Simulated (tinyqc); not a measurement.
## Doping and flat-band voltage from the body effect

Problem. VT = Vfb + 2 phiF + gamma sqrt(2 phiF + Vsb), phiF = Vt ln(Na/ni), gamma = sqrt(2 q eps0 eps_r Na)/Cox, Cox = eps0 eox/tox. Find Na, gamma and Vfb from two thresholds.

Inputs (values chosen for the exercise); material values those of a made-up semiconductor:
- T = 293 K (temperature)
- eps_r = 15 (relative permittivity of the semiconductor)
- eox = 24.7 (relative permittivity of the gate insulator)
- tox = 120 nm (insulator thickness)

Constants: q = 1.602176634e-19 C, kB = 1.380649e-23 J/K, Vt = kB T/q, eps0 = 8.8541878128e-14 F/cm where lengths are in cm. Results are converted to the units shown.

VT at Vsb = 0 and 0.9 V (V): [1.9318094, 2.7397196]
ni = 2.5711775e10 cm^-3

Solution. The difference of the thresholds, gamma [sqrt(2 phiF + Vsb) - sqrt(2 phiF)], holds no Vfb and rises with Na, so it has one root; Vfb then follows from the first threshold.

Na = 3.100e17 cm^-3
gamma = 1.993 V^0.5
Vfb = -0.7000 V

Numbers from tinyqc (`OMP_NUM_THREADS=1 python tinyqc.py 2360026 2360027 out.jsonl`; about 0.04 s on one thread of a shared Intel Xeon 2.30GHz).
